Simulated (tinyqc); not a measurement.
Hot carriers by balance equations with a heated Maxwellian. Changing the lattice temperature T. Computed by tinyqc, a small Python program. Command: `OMP_NUM_THREADS=1 python tinyqc.py 3002658 3002659 out.jsonl hot sweep`. One thread of a shared host (Intel(R) Xeon(R) Processor @ 2.30GHz), about 0.09 s of CPU time with the checks.

The carriers follow a Maxwellian at an electron temperature T_e, slightly displaced; the drift energy is neglected against k_B T_e. The balance averages the rate, not the time, so mu_0 lies below the relaxation-time value.

Inputs (values chosen for the exercise, for a model non-polar semiconductor):
```
quantity,value,unit
effective mass m,0.785,m_0
density rho,3050,kg/m^3
sound velocity v_l,11600,m/s
acoustic deformation potential D_A,8,eV
phonon energy hbar w,44.2,meV
optical or intervalley deformation potential D_o,7.7,1e8 eV/cm
final valleys Z_f,5,-
electric field F,0.63,kV/cm
mixing,0.2,-
iteration cap,300,-
```

Band: parabolic. Solver: damped fixed point.

Constants: k_B = 8.617333262e-05 eV/K; k_B = 1.380649e-23 J/K; e = 1.602176634e-19 C; hbar = 1.054571817e-34 J s; m_0 = 9.1093837015e-31 kg; hbar = 6.582119569e-16 eV s.

Method:
- Parabolic band: E = hbar^2 k^2/(2 m), speed v = hbar k/m, states per spin, volume and energy g(E) = m k/(2 pi^2 hbar^2). Masses are multiplied by m_0 and all formulas are in SI units.
- Phonon occupation N_q = 1/(exp(hbar w/(k_B T)) - 1).
- Acoustic deformation potential (elastic, equipartition, absorption and emission together): 1/tau = 2 pi k_B T D_A^2 g(E)/(hbar rho v_l^2).
- Optical or intervalley deformation potential: 1/tau = (pi Z_f D_o^2/(rho w)) [N_q g(E + hbar w) + (N_q + 1) g(E - hbar w)], with g = 0 below the band edge.
- Averages over the Maxwellian, <y> = int y x^(1/2) exp(-x) dx / int x^(1/2) exp(-x) dx with x = E/(k_B T_e), split at x_0 = hbar w/(k_B T_e): 64 Gauss-Legendre points in sqrt(x) below it and 128 in sqrt(x - x_0) above it, up to x = 32. Momentum balance: mu(T_e) = e/(m nu), nu = <x (sum of rates)>/<x>. Power lost per carrier: P(T_e) = hbar w <emission rate - absorption rate> + <(2 m v_l^2/(k_B T)) (E - 2 k_B T) acoustic rate>.
- Energy relaxation time at weak heating: tau_E = (3/2) k_B / (dP/dT_e), the derivative by a central difference of +/- 0.5 K at T_e = T.
- Fixed point: T_out = T + (T_e - T) e mu(T_e) F^2/P(T_e), T_new = T_e + mixing (T_out - T_e).
- Start at T_e = 1.5 T; stop when T_e moves by less than 1e-6 K or exceeds 1e6 K.
- v = mu(T_e) F; warm-carrier coefficient (mu/mu_0 - 1)/F^2.

One run for each value:
```
lattice temperature T (K),drift velocity (1e7 cm/s),low-field mobility mu_0 (cm^2/(V s)),electron temperature T_e (K),energy relaxation time tau_E (ps)
80,0.1399,2464,83.3,0.5271
110,0.0488,781,110.4,0.1714
190,0.0095,152,190.0,0.0632
250,0.0051,80,250.0,0.0509
340,0.0027,43,340.0,0.0457
450,0.0017,26,450.0,0.0451
600,0.0010,16,600.0,0.0469
```

Give the missing row, lattice temperature T (K) = 140.

Computed row; columns: (1) lattice temperature T (K); (2) drift velocity (1e7 cm/s); (3) low-field mobility mu_0 (cm^2/(V s)); (4) electron temperature T_e (K); (5) energy relaxation time tau_E (ps):
```
(1)     (2)  (3)    (4)     (5)
140  0.0222  354  140.1  0.0981
```

Interpolating between the two neighbouring rows (the first column on a logarithmic scale, the others too where they are positive) misses most in energy relaxation time tau_E (ps), by 12 %. Over the rows, drift velocity (1e7 cm/s) falls from 0.140 to 0.00102 (exponent d ln y / d ln x -3.3 between the first rows and -1.7 between the last); low-field mobility mu_0 (cm^2/(V s)) falls from 2460 to 16.2 (exponent d ln y / d ln x -3.6 between the first rows and -1.7 between the last); electron temperature T_e (K) rises from 83.3 to 600 (exponent d ln y / d ln x 0.89 between the first rows and 1.00 between the last). mu_0 changes by a factor 152 over the table and the drift velocity at this field by 137.

Caution (rows 80.0, 110, 140, 190, 250, 340): the drift energy m v^2/2 is not small against the heating (3/2) k_B (T_e - T), so T_e - T is rough.
